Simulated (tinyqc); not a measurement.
Thermodynamics of metal silicides: hull, first phase, silicon consumed, nucleation and stability against SiO2: one step, computed by the program tinyqc. Command: `OMP_NUM_THREADS=1 python tinyqc.py 3009745 3009746 out.jsonl silphase walk`. One thread of a shared host (Intel(R) Xeon(R) Processor @ 2.30GHz), about 0.01 s of CPU time with the checks.

Entropies of formation of the solids are neglected, so heats stand for free energies. Si fractions: M5Si3 0.3750, MSi 0.5000, MSi2 0.6667.

Problem. First phase. Effective heat of formation: at the interface the mixture has the Si fraction x_e; the limiting element scales the heat, H_eff = H x_e/x if x_e < x, H (1 - x_e)/(1 - x) otherwise. The rule names the most negative as the first phase; its restriction to congruently melting phases is left out here.

Inputs (values chosen for the exercise, of the order of those of titanium silicides for heats and volumes only):
```
quantity,value,unit
heat of formation of M5Si3,-72.2,kJ/mol atoms
heat of formation of MSi,-65.4,kJ/mol atoms
heat of formation of MSi2,-45.4,kJ/mol atoms
Si fraction x_e at the lowest liquidus,0.34,-
```

Phases: M5Si3, MSi, MSi2.

Give: H_eff; most negative H_eff.

Solution.

H_eff (kJ/mol atoms): M5Si3 -65.46, MSi -44.47, MSi2 -23.15

most negative H_eff = -65.46 kJ/mol atoms

The rule picks M5Si3, ahead of MSi by 21.0 kJ/mol. The rule is empirical and ignores nucleation barriers.
